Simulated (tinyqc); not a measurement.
From results back to parameters: carrier statistics of a doped semiconductor with parabolic bands. Four cases, with inputs chosen for the exercise.

Problem. With Boltzmann statistics and no minority carriers, n (n + NA)/(ND - NA - n) = K(T) = (N(T)/2) exp(-E/kB T), E the ionisation energy of the majority dopant and N = 2 (m kB T/(4 pi c))^(3/2) with c = hbar^2/2m0, in 1/angstrom^3; times 1e24 for 1/cm^3, m = m_d. The density below was computed from a hidden E.

Constants: hbar^2/2m0 = 3.80998211 eV angstrom^2; kB = 8.617333262e-05 eV/K.

Find: K(Ta); E.

Method. The left side gives K; then E = kB T ln(N/(2 K)).

Case 1.

Values chosen (near those of InAs; the results hold for these values, not for the real material): ND = 1.1e+14 1/cm^3 (donors); NA = 7.6e+13 1/cm^3 (acceptors); m_d = 0.027 m0 (density-of-states mass of the majority band); Ta = 10 K.

n(Ta) = 9.7432e+12 1/cm^3

Solution.

K(Ta) = 3.44e+13 1/cm^3
E = 0.0020 eV

Case 2.

Values chosen (near those of SiC; the results hold for these values, not for the real material): ND = 3.3e+14 1/cm^3 (donors); NA = 8.5e+13 1/cm^3 (acceptors); m_d = 0.835 m0 (density-of-states mass of the majority band); Ta = 81 K.

n(Ta) = 1.1611e+14 1/cm^3

Solution.

K(Ta) = 1.81e+14 1/cm^3
E = 0.0622 eV

Case 3.

Values chosen (near those of SiC; the results hold for these values, not for the real material): ND = 6.4e+16 1/cm^3 (donors); NA = 4.4e+12 1/cm^3 (acceptors); m_d = 0.826 m0 (density-of-states mass of the majority band); Ta = 64 K.

n(Ta) = 9.5684e+14 1/cm^3

Solution.

K(Ta) = 1.46e+13 1/cm^3
E = 0.0610 eV

Case 4.

Values chosen (near those of Ge; the results hold for these values, not for the real material): ND = 1.4e+16 1/cm^3 (donors); NA = 6e+12 1/cm^3 (acceptors); m_d = 0.552 m0 (density-of-states mass of the majority band); Ta = 13 K.

n(Ta) = 1.2227e+14 1/cm^3

Solution.

K(Ta) = 1.13e+12 1/cm^3
E = 0.0119 eV

Computed by tinyqc, one run a case: `OMP_NUM_THREADS=1 python tinyqc.py N N+1 out.jsonl` with N = 1652266, 1652483, 1652571, 1680003; one thread of a shared Intel(R) Xeon(R) Processor @ 2.30GHz, about 0.01 s a run at most.
